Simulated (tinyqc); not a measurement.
Hydrogenic impurity: series, fields, screening, photoionisation and donor-acceptor pairs: one step, computed by the program tinyqc.

One isotropic, parabolic band. Effective units: Ry* and a*, in which H = -nabla^2 - 2/r.

Question. Effective units and the series. Ry* = Ry m/eps^2, a* = a_0 eps/m; level n is bound by Ry*/n^2; <r> = (3/2) a* in 1s; lines 1s -> np at Ry* (1 - 1/n^2); 1 THz = 4.135667696 meV.

Inputs (values chosen for the exercise, modelled on diamond): electron mass m = 0.553 m_0; dielectric constant eps = 5.66.

Parts treated: magnetic field and photoionisation.

Constants: Ry = 13.605693123 eV; a_0 = 0.529177210903 angstrom; h x 1 THz = 4.135667696 meV.

Give: Ry*; a*; <r> of 1s; Series.

Answer.

Ry* = 234.9 meV

a* = 5.416 angstrom

<r> of 1s = 8.124 angstrom

Series:
```
n  binding (meV)  line from 1s (meV)  line (THz)
2          58.72               176.1       42.59
3          26.10               208.8       50.48
4          14.68               220.2       53.24
5           9.39               225.5       54.52
```

Caution: the Bohr radius is only a few bond lengths, so central-cell terms and band anisotropy matter.
